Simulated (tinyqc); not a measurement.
What moves the results: trap in a gate oxide as a short-range spherical well. A value that a table varies takes the place of the one given here.

A spherical well of radius R and depth V0 below the conduction edge, one mass m, c = hbar^2/2m0. The s level at binding Et solves k cot(k R) = -kappa with k = sqrt(m (V0 - Et)/c), kappa = sqrt(m Et/c); it exists for V0 > Vc = c (pi/2R)^2/m. Outside, psi falls as exp(-kappa r)/r.

Lucovsky model (delta well, plane-wave final states, no local-field factor): sigma = (32 pi alpha c/(3 n_r m Et)) (x - 1)^(3/2)/x^3, x = h nu/Et, c = hbar^2/2m0; 1 angstrom^2 = 1e-16 cm^2.

Energies from the conduction edge of the channel. The trap level at depth x is E_T = dEc - Et - e Fox x (1 MV/cm = 0.01 eV/angstrom). An electron at the channel edge tunnels with the WKB exponent S = (4/3) sqrt(m/c) [dEc^(3/2) - (dEc - e Fox x)^(3/2)]/(e Fox), c = hbar^2/2m0; tau = t0 exp(S); the occupation is f = 1/(1 + exp((E_T - EF)/kB T)), tau_c = tau/f and tau_e = tau/(1 - f). Lattice relaxation is left out; a level below the channel edge needs phonons as well, so tau is then a lower bound, while a level above it can also empty elastically at its own energy, through a thinner barrier, faster than this tau.

Constants: hbar^2/2m0 = 3.80998211 eV angstrom^2; fine-structure constant alpha = 0.007297352564; kB = 8.617333262e-05 eV/K.

Inputs chosen for the exercise (near those of HfO2 on Si; shifted at random, so the results belong to these values and not to a real crystal):

| symbol | value | unit | meaning |
|---|---|---|---|
| R | 2.7 | angstrom | radius of the well |
| m | 0.198 | m0 | mass |
| fV | (1.05, 1.14, 1.32, 1.46, 1.96, 3.74, 4.76) |  | V0/Vc |
| n_r | 1.9 |  | refractive index |
| xs | (1.05, 1.17, 1.5, 1.82, 2.27, 2.91, 4.07, 6.07) |  | photon energies h nu/Et |
| dEc | 1.55 | eV | conduction offset to the channel |
| Fox | 3.8 | MV/cm | oxide field, lowering levels away from the channel |
| t0 | 0.57 | x 1e-11 s | time constant at the interface |
| T | 200 | K | temperature |
| EF | 0 | eV | Fermi level above the channel edge |
| ds | (3, 6, 9, 12, 15, 18) | angstrom | depths |
| V0 | 10.16 | eV | depth of the well |
| x | 6 | angstrom | depth of the trap |

## From threshold to a deep level

Et against the depth at fixed R; near threshold Et = (pi^2/16)(V0 - Vc)^2/Vc.

Results:

| V0/Vc | V0 (eV) | Et (eV) | threshold form (eV) | 1/kappa (angstrom) | share outside |
|---|---|---|---|---|---|
| 1.05 | 6.838 | 0.009689 | 0.01004 | 44.6 | 0.942 |
| 1.14 | 7.425 | 0.07146 | 0.07874 | 16.4 | 0.850 |
| 1.32 | 8.597 | 0.3342 | 0.4114 | 7.6 | 0.709 |
| 1.46 | 9.509 | 0.6393 | 0.8501 | 5.5 | 0.625 |
| 1.96 | 12.765 | 2.209 | 3.702 | 3.0 | 0.432 |
| 3.74 | 24.358 | 10.53 | 30.16 | 1.4 | 0.189 |
| 4.76 | 31.001 | 16.10 | 56.80 | 1.1 | 0.138 |

How do the results move?

The threshold form holds to 10 % up to V0/Vc = 1.05 of those listed. There the state is mostly outside the well (94 % in the first row) and knows only Et, which is why a delta-well model works; more than half is inside from V0/Vc = 1.96 on. A second s level would need V0/Vc > 9. From V0/Vc = 3.74 on Et exceeds the gap of the host, about 5.8 eV, so those rows only show the model.

## Neutral against charged centre

Et = 0.90003 eV

Lucovsky cross-section, its shape relative to the peak, and the shape of a hydrogen-like centre relative to threshold: x^-4 exp(4 - 4 atan(e)/e)/(1 - exp(-2 pi/e)), e = sqrt(x - 1).

Results:

| x | h nu (eV) | sigma (1e-18 cm^2) | relative to peak | hydrogen-like |
|---|---|---|---|---|
| 1.05 | 0.945 | 2.66 | 0.077 | 0.878 |
| 1.17 | 1.053 | 12.0 | 0.350 | 0.656 |
| 1.50 | 1.350 | 28.8 | 0.838 | 0.332 |
| 1.82 | 1.638 | 33.9 | 0.985 | 0.193 |
| 2.27 | 2.043 | 33.7 | 0.979 | 0.103 |
| 2.91 | 2.619 | 29.5 | 0.857 | 0.050 |
| 4.07 | 3.663 | 22.0 | 0.638 | 0.019 |
| 6.07 | 5.463 | 14.0 | 0.408 | 0.006 |

What can be read from the table?

The short-range centre starts from zero, reaches half its peak at x = 1.24 and peaks at x = 2; in the last row it still has 41 % of the peak. The Coulomb centre is largest at threshold and is down to 0.6 % there. Reading the peak as the threshold would misplace the level by a factor 2, here 0.90 eV.

## Depth of the trap

Each depth has its own level and time; the corner frequency is 1/(2 pi tau).

Results:

| x (angstrom) | E_T (eV) | S | tau (s) | corner (Hz) | f |
|---|---|---|---|---|---|
| 3 | 0.536 | 1.67 | 3.0e-11 | 5.2e+09 | 0.000 |
| 6 | 0.422 | 3.28 | 1.5e-10 | 1.1e+09 | 0.000 |
| 9 | 0.308 | 4.82 | 7.0e-10 | 2.3e+08 | 0.000 |
| 12 | 0.194 | 6.28 | 3.1e-09 | 5.2e+07 | 0.000 |
| 15 | 0.080 | 7.68 | 1.2e-08 | 1.3e+07 | 0.010 |
| 18 | -0.034 | 8.99 | 4.6e-08 | 3.5e+06 | 0.878 |

What can be read from the table?

tau spans 3.2 decades, one decade for each 4.30 angstrom at the start and 5.26 at the end, where the field has thinned the barrier. Traps spread evenly in depth are thus spread nearly evenly in ln tau; if levels near EF exist at every depth, this sums to 1/f noise and to charging that grows as ln t. With the single Et of this table only depths where f is neither 0 nor 1 contribute. The level crosses EF between 15 and 18 angstrom.

## What each parameter does

Et from the well, then the level and the time. Each row changes one parameter from the base and keeps the others.

Results:

| case | Et (eV) | E_T (eV) | log10 tau (s) | ln(tau_c/tau_e) |
|---|---|---|---|---|
| base | 0.900 | 0.422 | -9.82 | 24.5 |
| x = 8 angstrom | 0.900 | 0.346 | -9.37 | 20.1 |
| Fox = 4.8 MV/cm | 0.900 | 0.362 | -9.84 | 21.0 |
| dEc = 1.43 eV | 0.900 | 0.302 | -9.88 | 17.5 |
| m = 0.218 m0 | 1.245 | 0.077 | -9.75 | 4.5 |
| V0 = 10.67 eV | 1.125 | 0.197 | -9.82 | 11.4 |
| T = 250 K | 0.900 | 0.422 | -9.82 | 19.6 |
| EF = 0.05 eV | 0.900 | 0.422 | -9.82 | 21.6 |

How do the results move?

The largest shifts from the base row, up to three for each result and ties (the steps differ in size, so this ranks the rows, not the parameters). Et (eV): m +0.345, V0 +0.225; unchanged at the printed digits by x, Fox, dEc, T and EF. E_T (eV): m -0.345, V0 -0.225, dEc -0.120; unchanged at the printed digits by T and EF. log10 tau (s): x +0.45, m +0.07, dEc -0.06; unchanged at the printed digits by V0, T and EF. ln(tau_c/tau_e): m -20.0, V0 -13.1, dEc -7.0.

Run: tinyqc, `OMP_NUM_THREADS=1 python tinyqc.py 1252216 1252217 out.jsonl`; Intel(R) Xeon(R) Processor @ 2.30GHz, one thread, shared host; about 0.01 s of CPU time with all checks.
